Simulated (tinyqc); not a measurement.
Electron mobility in a silicon inversion layer, empirical terms and Matthiessen rule: universality: two dopings at the same effective field.

Inversion layer of sheet density Ns on a uniformly doped body, under a high-permittivity gate with an interlayer. The mobility terms are empirical power laws with prefactors chosen for the exercise; adding their inverses (Matthiessen) is itself an approximation.

ni = sqrt(Nc Nv) exp(-Eg/(2 Vt)), Eg in volts; Ndep = sqrt(2 eps0 eps_r Nb (2 Vt ln(Nb/ni) + Vsb)/q); E = q (Ndep + eta Ns)/(eps0 eps_r), in MV/cm. With t = T/(300 K): muC = Ac (Ns/1e12 cm^-2) t/(Nb/1e17 cm^-3 + Nit/1e11 cm^-2), muP = Ap E^(-1/3) t^(-1.75), muS = As E^(-gs), muR = Ar exp(2 ti/lr)/t; 1/mu is the sum of the inverses. For each E, Ns is chosen to give that field on bodies with Nb = 7e15 and 5.9e16 cm^-3; the last column leaves out muC.

Parameters, values chosen for the exercise; material values close to those of silicon: temperature T = 300 K; band gap Eg = 1.11 eV; relative permittivity of the semiconductor eps_r = 11.7; conduction-band density of states at T Nc = 2.75e19 cm^-3; valence-band density of states at T Nv = 2.68e19 cm^-3; reverse body bias Vsb = 1 V; weight of the inversion charge in the effective field eta = 0.5; phonon-limited mobility at 1 MV/cm and 300 K Ap = 452 cm^2/(V s); roughness-limited mobility at 1 MV/cm As = 978 cm^2/(V s); exponent of the roughness term gs = 2; Coulomb prefactor Ac = 3400 cm^2/(V s); charge at the interface Nit = 4.6e11 cm^-2; remote-phonon mobility without interlayer Ar = 340 cm^2/(V s); interlayer thickness ti = 1.4 nm; decay length of remote phonons lr = 0.8 nm.

Constants: q = 1.602176634e-19 C, kB = 1.380649e-23 J/K, Vt = kB T/q, eps0 = 8.8541878128e-14 F/cm where lengths are in cm. Results are converted to the units shown.

Result of one run:
```
"Ns, light body (cm^-2)","mu, light (cm^2/(V s))","Ns, heavy body (cm^-2)","mu, heavy (cm^2/(V s))",without muC (cm^2/(V s))
3.5903e12,469.64,2.0317e12,400.31,572.49
```

Which effective field E gave this result: 0.255, 0.338, 0.45 or 1.4 MV/cm?

E = 0.338 MV/cm.

The whole series:
```
E (MV/cm),"Ns, light body (cm^-2)","mu, light (cm^2/(V s))","Ns, heavy body (cm^-2)","mu, heavy (cm^2/(V s))",without muC (cm^2/(V s))
0.192,1.7023e12,452.55,1.4366e11,83.137,712.84
0.255,2.5170e12,475.30,9.5836e11,317.35,641.74
0.338,3.5903e12,469.64,2.0317e12,400.31,572.49
0.45,5.0387e12,441.73,3.4800e12,411.54,502.20
0.597,6.9396e12,397.76,5.3810e12,384.64,431.75
0.793,9.4742e12,341.93,7.9156e12,336.42,359.76
1.05,1.2798e13,279.95,1.1239e13,277.73,288.62
1.4,1.7324e13,215.18,1.5765e13,214.38,218.92
```

The heavily doped body has 0.184 of the mobility of the light one in the first row and 0.996 in the last; there they lie 2.1 % below and 1.7 % below the curve without Coulomb scattering, which depends on E alone. The heavy body leaves that curve at low E because its field comes mostly from depletion charge and few carriers screen.

tinyqc, about 0.01 s, one thread, Intel Xeon 2.30GHz (shared host): `OMP_NUM_THREADS=1 python tinyqc.py 2510043 2510044 out.jsonl`
